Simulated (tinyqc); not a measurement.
Barrier width: Kronig-Penney superlattice by transfer matrices.

Wells (width a, potential 0, mass mw) alternate with barriers (width b, height V0, mass mb); period d = a + b; c = hbar^2/2m0. The vector (psi, psi'/m) is continuous, and a layer of thickness t carries it by M = [[cos kt, (m/k) sin kt], [-(k/m) sin kt, cos kt]] with k = sqrt(m (E - V)/c); for E < V, k = i kappa gives [[cosh, (m/kappa) sinh], [(kappa/m) sinh, cosh]] of kappa t. A Bloch state obeys cos(q d) = tr(Mb Mw)/2.

Constants: hbar^2/2m0 = 3.80998211 eV angstrom^2.

Parameters, chosen for this exercise (near those of a non-polar GaN superlattice with barriers of AlGaN; not measured data):
- a = 58 angstrom (well width)
- V0 = 0.27 eV (barrier height)
- mw = 0.208 m0 (mass in the wells)
- mb = 0.222 m0 (mass in the barriers)
- bs = (14, 21, 28, 36.4, 44.8, 56, 70) angstrom (barrier widths)

First miniband against b. m_z = -2 c f'/d^2 with f = tr M/2 at the bottom of the band. E1 is the level of the single well, kappa1 its decay constant in the barrier.

First miniband:

| b (angstrom) | bottom (eV) | top (eV) | W (meV) | ln W | m_z (m0) |
|---|---|---|---|---|---|
| 14.0 | 0.0267 | 0.0369 | 10.22 | 2.324 | 0.363 |
| 21.0 | 0.0296 | 0.0341 | 4.482 | 1.500 | 0.610 |
| 28.0 | 0.0309 | 0.0328 | 1.965 | 0.676 | 1.11 |
| 36.4 | 0.0315 | 0.0322 | 0.7307 | -0.314 | 2.39 |
| 44.8 | 0.0317 | 0.0320 | 0.2716 | -1.303 | 5.35 |
| 56.0 | 0.0318 | 0.0319 | 0.07262 | -2.623 | 16.2 |
| 70.0 | 0.0319 | 0.0319 | 0.01396 | -4.272 | 66.7 |

E1 = 0.0319 eV
kappa1 = 0.1178 1/angstrom

W falls from 10.2 to 0.01 meV, and both edges close in on E1. The slope of ln W is -0.1177 per angstrom over the first two rows and -0.1178 over the last two, against -kappa1 = -0.1178: the width follows one power of the tunnelling amplitude once the wells couple weakly. m_z grows by a factor 183.5.

(tinyqc, `OMP_NUM_THREADS=1 python tinyqc.py 1251484 1251485 out.jsonl`, Intel(R) Xeon(R) Processor @ 2.30GHz, 1 thread, shared host, about 0.06 s.)
